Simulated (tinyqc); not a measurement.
## LED efficiency against current

ABC model of an LED: J = q da (A n + Ba n^2 + Ca n^3), IQE = Ba n^2/(A n + Ba n^2 + Ca n^3), differential lifetime 1/(A + 2 Ba n + 3 Ca n^2).

Values chosen for this exercise: defect coefficient of the active layer A = 1.1e5 1/s; radiative coefficient of the active layer Ba = 3.7e-11 cm^3/s; Auger coefficient of the active layer Ca = 9.7e-31 cm^6/s; thickness of the active layer da = 10 nm.

Constants: q = 1.602176634e-19 C. Results are converted to the units shown.

LED efficiency against current:
```
J (A/cm^2)	n (cm^-3)	IQE (%)	defect share (%)	Auger share (%)	differential lifetime (ns)
0.002	1.694e16	85.04	14.93	0.03776	733.0
0.009	3.749e16	92.57	7.341	0.09098	346.2
0.04	8.059e16	96.25	3.551	0.2033	164.1
0.2	1.818e17	97.93	1.602	0.4667	73.22
0.7	3.406e17	98.26	0.8576	0.8775	38.98
3	7.035e17	97.78	0.4133	1.803	18.65
10	1.276e18	96.55	0.2249	3.230	10.07
50	2.802e18	93.07	0.09875	6.836	4.343
200	5.433e18	87.49	0.04788	12.46	2.049
```

The IQE goes from 85.0 through a maximum of 98.3 (at J = 0.7 A/cm^2 among the rows listed) to 87.5 %. The exact peak, Q/(Q + 2) = 98.3 % with Q = Ba/sqrt(A Ca) = 113, lies at n = sqrt(A/Ca) = 3.37e17 cm^-3, J = 0.684 A/cm^2, where the defect and Auger shares are equal. n goes as J^(0.53) at the low end and J^(0.48) at the high end.

Computed by the program tinyqc: `OMP_NUM_THREADS=1 python tinyqc.py 2300143 2300144 out.jsonl`, one thread of a shared Intel Xeon 2.30GHz, about 0.01 s for the whole run.
